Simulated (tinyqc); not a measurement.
From results back to parameters: two-level Kane dispersion of a narrow-gap semiconductor. Three cases, with inputs chosen for the exercise.

Problem. In the two-level Kane model E = Eg/2 + sqrt(Eg^2/4 + (2/3) Ep c k^2), c = hbar^2/2m0, and the momentum mass is m(k) = (3/(2 Ep)) sqrt(Eg^2 + (8/3) Ep c k^2). It is given at the Fermi wave vectors kF = (3 pi^2 n)^(1/3) of two densities (1 cm^-3 = 1e-24 angstrom^-3).

Constants: hbar^2/2m0 = 3.80998211 eV angstrom^2.

Find: kF^2; Ep; edge mass; |Eg|.

Case 1.

Values chosen (out of a larger set: near those of GaSb; not measured data): n12 = (1.8e+15, 2.9e+18) cm^-3 (two densities).

masses at the two densities (m0): 0.04525612  0.06137382

Solution.

kF^2 (1/angstrom^2): 1.4162e-05  0.0019463

Ep = 25.7 eV
edge mass = 0.04512 m0
|Eg| = 0.773 eV

m^2 = m0*^2 + (6 c/Ep) kF^2 is a straight line in kF^2: the slope gives Ep, the intercept the edge mass, and |Eg| = (2/3) Ep m0*. The sign of Eg does not enter. The two-level form takes Dso as infinite, which overstates the mass where Dso is not large against Eg.

Case 2.

Values chosen (out of a larger set: near those of HgTe; not measured data): n12 = (5.5e+15, 6e+17) cm^-3 (two densities).

masses at the two densities (m0): 0.02556584  0.03812791

Solution.

kF^2 (1/angstrom^2): 2.9821e-05  0.00068084

Ep = 18.6 eV
edge mass = 0.02484 m0
|Eg| = 0.308 eV

m^2 = m0*^2 + (6 c/Ep) kF^2 is a straight line in kF^2: the slope gives Ep, the intercept the edge mass, and |Eg| = (2/3) Ep m0*. The sign of Eg does not enter. For Eg < 0 the edge mass does not depend on Dso, which enters only as EF nears it.

Case 3.

Values chosen (out of a larger set: near those of HgTe; not measured data): n12 = (2e+15, 4.1e+17) cm^-3 (two densities).

masses at the two densities (m0): 0.02439651  0.03454747

Solution.

kF^2 (1/angstrom^2): 1.5193e-05  0.00052821

Ep = 19.6 eV
edge mass = 0.02403 m0
|Eg| = 0.314 eV

m^2 = m0*^2 + (6 c/Ep) kF^2 is a straight line in kF^2: the slope gives Ep, the intercept the edge mass, and |Eg| = (2/3) Ep m0*. The sign of Eg does not enter. For Eg < 0 the edge mass does not depend on Dso, which enters only as EF nears it.

Computed by tinyqc, one run a case: `OMP_NUM_THREADS=1 python tinyqc.py N N+1 out.jsonl` with N = 1080549, 1080551, 1080570; one thread of a shared Intel(R) Xeon(R) Processor @ 2.30GHz, about 0.01 s a run at most.
